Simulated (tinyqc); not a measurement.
# Thermoelectric coefficients of a parabolic band, Landauer integrals: effect of the Fermi level

Bulk parabolic band, x = (E - Ec)/kB T, C = hbar^2/(2 m0), kB T in eV. Modes per area gv m kB T x/(4 pi C) times the back-scattering length l0 x^rr give the transport function s0 X(x), s0 = (2 q^2/h) gv m kB T l0/(4 pi C), X = x^(1 + rr). I_k = int X (x - eta)^k w dx, w = 1/(4 cosh^2((x - eta)/2)).

sigma = s0 I_0, S = -(kB/q) I_1/I_0, Lorenz number L = (kB/q)^2 [I_2/I_0 - (I_1/I_0)^2], kappa_e = L sigma T. Power factor S^2 sigma, ZT = S^2 sigma T/(kappa_e + kL). The integrals are converged.

Parameters, values chosen for the exercise: temperature T = 300 K; mass of one valley m = 0.19 m0; valleys gv = 2; back-scattering length at x = 1 l0 = 9.1 nm; energy exponent of that length rr = 0.5; lattice thermal conductivity kL = 0.3 W/(m K).

Constants: q = 1.602176634e-19 C, kB = 1.380649e-23 J/K, hbar = 1.054571817e-34 J s, h = 6.62607015e-34 J s, m0 = 9.1093837015e-31 kg, Vt = kB T/q, hbar^2/(2 m0) = 0.0380998212 eV nm^2. Results are converted to the units shown.

Result of one run:

| eta | sigma (S/cm) | S (uV/K) | kappa_e (W/(m K)) | power factor (mW/(m K^2)) | ZT |
|---|---|---|---|---|---|
| -3.1 | 8.529 | -484.3 | 0.004759 | 0.2000 | 0.1969 |

What becomes of these results when the reduced Fermi level (EF - Ec)/kB T eta is changed from -3.1 to 1.4, all else the same?

Result of the changed run:

| eta | sigma (S/cm) | S (uV/K) | kappa_e (W/(m K)) | power factor (mW/(m K^2)) | ZT |
|---|---|---|---|---|---|
| 1.4 | 388.9 | -169.1 | 0.2328 | 1.112 | 0.6260 |

The whole series:

| eta | sigma (S/cm) | S (uV/K) | kappa_e (W/(m K)) | power factor (mW/(m K^2)) | ZT |
|---|---|---|---|---|---|
| -4 | 3.500 | -560.8 | 0.001951 | 0.1101 | 0.1094 |
| -3.1 | 8.529 | -484.3 | 0.004759 | 0.2000 | 0.1969 |
| -2.2 | 20.52 | -409.1 | 0.01148 | 0.3434 | 0.3307 |
| -1.3 | 48.00 | -336.9 | 0.02702 | 0.5449 | 0.4999 |
| -0.4 | 106.2 | -270.7 | 0.06052 | 0.7784 | 0.6477 |
| 0.5 | 214.9 | -214.0 | 0.1250 | 0.9845 | 0.6949 |
| 1.4 | 388.9 | -169.1 | 0.2328 | 1.112 | 0.6260 |
| 2.3 | 631.1 | -135.3 | 0.3900 | 1.156 | 0.5025 |
| 3.2 | 935.7 | -110.5 | 0.5962 | 1.143 | 0.3826 |
| 4.1 | 1295 | -92.25 | 0.8471 | 1.102 | 0.2881 |
| 5 | 1701 | -78.58 | 1.138 | 1.050 | 0.2192 |

sigma rises from 3.50 to 1700 S/cm, and S rises from -561 to -78.6 uV/K. Among the rows the power factor is largest at eta = 2.3 and ZT, 0.695, at eta = 0.5, where S = -214 uV/K. ZT peaks at a lower eta than the power factor because kappa_e grows with sigma.

Range of the model: Parabolic bands, elastic scattering and a fixed kL make these model figures, not those of a material.

Numbers from tinyqc (`OMP_NUM_THREADS=1 python tinyqc.py 2800124 2800125 out.jsonl`; about 0.05 s on one thread of a shared Intel Xeon 2.30GHz).
